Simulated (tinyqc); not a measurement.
Which strain makes the gap direct: strain-driven crossing of the Gamma and L valleys in a germanium-like crystal alloyed with tin.

Biaxial loads: e0 is the in-plane strain e_par and the normal is free. (001): e_perp = -2 (C12/C11) e_par; exx = eyy = e_par, ezz = e_perp, no shear. (111): e_perp = -(2 C11 + 4 C12 - 4 C44)/(C11 + 2 C12 + 4 C44) e_par; exx = eyy = ezz = (2 e_par + e_perp)/3 and exy = eyz = ezx = (e_perp - e_par)/3. (110): e_perp = -(C11 + 3 C12 - 2 C44)/(C11 + C12 + 2 C44) e_par; exx = eyy = (e_par + e_perp)/2, ezz = e_par, exy = (e_perp - e_par)/2, eyz = ezx = 0. Uniaxial loads: a stress along n, scaled so that n.e.n = e0, with exx = s11 sxx + s12 (syy + szz), exy = s44 sxy/2, s11 = (C11 + C12)/((C11 - C12)(C11 + 2 C12)), s12 = -C12/((C11 - C12)(C11 + 2 C12)), s44 = 1/C44.

Edges from the unstrained valence top: Gamma at Eg + ac tr(e); an L valley with unit axis u at EgL + aL tr(e) + XuL (u.e.u - tr(e)/3), u along [111], [1-1-1], [-11-1], [-1-11]; valence edges are the levels of the 6 x 6 matrix of X, Y, Z times spin with -Dso/3 + l exx + m (eyy + ezz) on the diagonal (cyclic), n exy off it, l = av + 2 b, m = av - b, n = sqrt(3) d. Spin-orbit term (Dso/3) L.sigma on X, Y, Z with (L_k)_ij = -i epsilon_kij: <X+|H|Y+> = -i Dso/3, <X+|H|Z-> = Dso/3, <Y+|H|Z-> = -i Dso/3, <Z+|H|X-> = -Dso/3, <Z+|H|Y-> = i Dso/3, <X-|H|Y-> = i Dso/3, and their conjugates; + and - are the spin along z.

With tin the unstrained gaps become E(y) = (1 - y) E + y EgS - CS y (1 - y); all other values are kept.

Inputs chosen for the exercise (near those of Ge, gaps at low temperature; the results hold for these values, not for the real material):
```
symbol  value           unit  meaning
Eg      0.889           eV    gap at Gamma to the s-like level
EgL     0.733           eV    gap to L
Dso     0.285           eV    spin-orbit splitting
ac      -8.29           eV    conduction deformation potential
av      1.26            eV    valence hydrostatic potential
b       -2.54           eV    tetragonal shear potential
d       -5.4            eV    trigonal shear potential
aL      -1.39           eV    hydrostatic potential of the L edge, Xd + Xu/3
XuL     16.82           eV    uniaxial potential, L
y       0.06                  tin fraction
EgS     (-0.424, 0.08)  eV    Gamma and L gaps of the tin end
CS      (2.28, 0.76)    eV    bowing of the Gamma and L gaps
C11     129.2           GPa
C12     48.4            GPa
C44     66.8            GPa
```

For tension the difference Gamma minus lowest L is linear in e0; slope per 1 % and the e0 at which it vanishes (a dash: no crossing below 15 %), with the gap there.

Cases:
```
load
biaxial (001)
biaxial (110)
biaxial (111)
uniaxial [100]
uniaxial [111]
uniaxial [110]
```

Rank the cases by slope (meV per 1 %), lowest first.

Answer: biaxial (001), uniaxial [100], biaxial (110), uniaxial [111], uniaxial [110], biaxial (111).

Results:
```
load            slope (meV per 1 %)  crossing e0 (%)  gap at the crossing (eV)
biaxial (001)                 -86.3             0.36                     0.622
biaxial (110)                 -25.3             1.21                     0.435
biaxial (111)                  42.0                -                         -
uniaxial [100]                -31.4             0.98                     0.608
uniaxial [111]                 -3.9             7.77                    -0.106
uniaxial [110]                 15.7                -                         -
```

The smallest strain is needed for biaxial (001) (0.36 %), then uniaxial [100] (0.98 %). No crossing below 15 % is found for biaxial (111) and uniaxial [110]: shear splits the L valleys and pulls the lowest down as fast as or faster than Gamma. Loads without off-diagonal strain, (001) and [100], gain (ac - aL) tr(e) = -69 meV per 1 % of volume. Crossings beyond about 3 % are sensitive to second-order terms, left out here. For uniaxial [111] the slope is a near cancellation, so terms beyond this linear model decide. A gap at or below zero marks a crossing beyond the range of this linear model.

Computed by tinyqc, a small Python program: `OMP_NUM_THREADS=1 python tinyqc.py 1080577 1080578 out.jsonl` (the numbers bound the seed that draws the inputs); one thread of a shared host (Intel(R) Xeon(R) Processor @ 2.30GHz), about 0.01 s for the whole set of steps.
